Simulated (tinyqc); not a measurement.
A particle near a wafer in liquid: double-layer and van der Waals forces (DLVO), deposition barrier and removal: one step, computed by the program tinyqc. Command: `OMP_NUM_THREADS=1 python tinyqc.py 3112041 3112042 out.jsonl dlvo walk`. One thread of a shared host (Intel(R) Xeon(R) Processor @ 2.30GHz), about 0.01 s of CPU time with the checks.

Sphere and flat wall, Derjaguin approximation, constant potentials in the linear-superposition form, no retardation and no hydration force.

Task: Screening. kappa^2 = 2 z^2 e^2 N_A (1000 c)/(eps eps_0 k_B T); gamma_i = tanh(z e psi_i/(4 k_B T)); Z = 64 pi eps eps_0 (k_B T/(z e))^2 gamma_1 gamma_2.

Inputs (values chosen for the exercise, of the order of those for silica on copper in water):

| quantity | value | unit |
|---|---|---|
| particle radius R | 400 | nm |
| potential of the particle psi_1 | -22 | mV |
| potential of the wafer psi_2 | -56 | mV |
| salt concentration c | 0.17 | mol/L |
| valence z of the symmetric salt | 2 | - |
| temperature T | 323 | K |
| dielectric constant of the liquid | 69.9 | - |

Constants: e = 1.602176634e-19 C; N_A = 6.02214076e+23 1/mol; eps_0 = 8.8541878128e-12 F/m; k_B = 1.380649e-23 J/K; k_B = 8.617333262e-05 eV/K.

Give: kappa; Debye length; gamma_1; gamma_2; Z; kappa R.

Result:

kappa = 2.760 1/nm

Debye length = 0.3623 nm

gamma_1 = -0.3758

gamma_2 = -0.7641

Z = 6.921 pN

kappa R = 1104

Like signs: the double layers repel.
